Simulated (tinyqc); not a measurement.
Inside a calculation: quantum-confined Stark effect in a modulator well. Values are carried at full precision from step to step, so a last printed digit may differ when a step is redone from the rounded ones.

Constants: hbar^2/2m0 = 3.80998211 eV angstrom^2; e^2/(4 pi eps0) = 14.39964547 eV angstrom; hc = 1239.841984 eV nm.

Parameters, chosen for this exercise (near those of an InGaAsP well in InP; the results hold for these values, not for the real material): L = 114 angstrom (well width); me = 0.0486 m0 (electron, well); mh = 0.361 m0 (heavy hole along z, well); F = 53 kV/cm (field); Vc = 0.178 eV (conduction offset); Vv = 0.273 eV (heavy-hole offset); meb = 0.0801 m0 (electron, barrier); mhb = 0.485 m0 (heavy hole, barrier); Eg = 0.859 eV (gap of the well); mp = 0.112 m0 (heavy hole in the plane); eps = 13.1 (dielectric constant); dE = 15 meV (operating point below the zero-field line); G = 8 meV (half width of the exciton line).

## Estimate for hard walls

Second order: each level moves by -C m (e F)^2 L^4/(2c), C = (15/pi^2 - 1)/(24 pi^2), c = hbar^2/2m0, 1 kV/cm = 1e-5 eV/angstrom. It holds while e F L is no more than about twice 3 c pi^2/(m L^2).

Estimate:

| carrier | shift (meV) | e F L over the level spacing |
|---|---|---|
| electron | -0.66 | 0.34 |
| heavy hole | -4.93 | 2.51 |

The hole, 7.4 times heavier, carries 88 % of the estimated shift; for hard walls second order errs by about 2 % at a ratio of 1 and 13 % at 3.

## Levels and envelopes

Envelopes on cells of 0.5 angstrom over the well |z| < L/2 and 45 angstrom of barrier on each side, psi = 0 beyond, psi'/m continuous (mean mass between points), c = hbar^2/2m0. The electron sees + e F z and the hole - e F z, each with its offset in the barriers; 1 kV/cm = 1e-5 eV/angstrom. Light holes, band mixing and escape by tunnelling are left out.

Ground levels, squared overlap and separation <z>_h - <z>_e without and with the field.

Results:

| F (kV/cm) | E_e (meV) | E_h (meV) | overlap^2 | separation (angstrom) |
|---|---|---|---|---|
| 0 | 27.73 | 6.31 | 0.948 | 0.0 |
| 53 | 24.73 | -0.44 | 0.590 | 33.4 |

The electron level moves by -3.00 meV (4.5 times the hard-wall estimate, since it leaks into the barriers and sees a wider well) and the hole level by -6.76 meV (1.37 times).

## Exciton

Exciton: in-plane function exp(-rho/lam), 1/mu = 1/me + 1/mp, E(lam) = c/(mu lam^2) - (q/eps) times the integral over k of Fm(k)(1 + (k lam/2)^2)^(-3/2), Fm(k) the double integral of psi_e^2 psi_h^2 exp(-k |z - z'|), q = e^2/(4 pi eps0); binding Eb = -E at the minimum. Line at Eg + E_e + E_h - Eb, strength proportional to overlap^2/lam^2.

Minimise over lam without and with the field.

Results:

| F (kV/cm) | lam (angstrom) | Eb (meV) | line (eV) | nm | overlap^2/lam^2 (1e-4/angstrom^2) |
|---|---|---|---|---|---|
| 0 | 164.5 | 6.20 | 0.8868 | 1398.0 | 0.3502 |
| 53 | 178.8 | 5.60 | 0.8777 | 1412.6 | 0.1845 |

The weaker binding gives back 0.61 meV of the red shift, leaving 9.2 meV; the strength falls to 53 %.

## Contrast at the operating point

With a Gaussian line of half width G, the absorption at E_op = line(0) - dE is proportional to strength x exp(-ln2 ((E_op - line)/G)^2); continuum absorption is left out. Give it at both fields, relative to the zero-field peak.

E_op = 0.8718 eV
wavelength = 1422.1 nm

absorption without and with the field: 0.087  0.36

The field changes the absorption by +0.28 of the zero-field peak. The zero-field tail still absorbs here, since dE is no more than 2G, which costs insertion loss.

## Checks

- Zero-field levels against the matching condition of the square well, meV: largest difference 1.8e-01.
- Slope d(E_e + E_h)/dF against minus the separation (Hellmann-Feynman), angstrom: both -33.4.

Run: tinyqc, `OMP_NUM_THREADS=1 python tinyqc.py 1282573 1282574 out.jsonl`; Intel(R) Xeon(R) Processor @ 2.30GHz, one thread, shared host; about 0.2 s of CPU time with all checks.
